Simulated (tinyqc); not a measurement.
## Trap depth and cross-section from two peaks

Problem. A DLTS peak lies where ew = sn g T^2 exp(-Et/kB T), g = vth Nc/(300 K)^2. Find Et and sn.

Values chosen for this exercise:
- Nc = 4.43e17 cm^-3 (conduction-band density of states at 300 K)
- vth = 4.5e7 cm/s (thermal velocity at 300 K)

Constants: q = 1.602176634e-19 C, kB = 1.380649e-23 J/K. Results are converted to the units shown.

peak temperatures for ew = 10 and 1000 1/s (K): [149.25005, 198.27359]

Answer. The slope of ln(ew/T^2) against q/kB T is -Et, and the intercept is ln(sn g).

Et = 0.210 eV
sn = 2.50e-17 cm^2

tinyqc, about 0.01 s, one thread, Intel Xeon 2.30GHz (shared host): `OMP_NUM_THREADS=1 python tinyqc.py 2050001 2050002 out.jsonl`
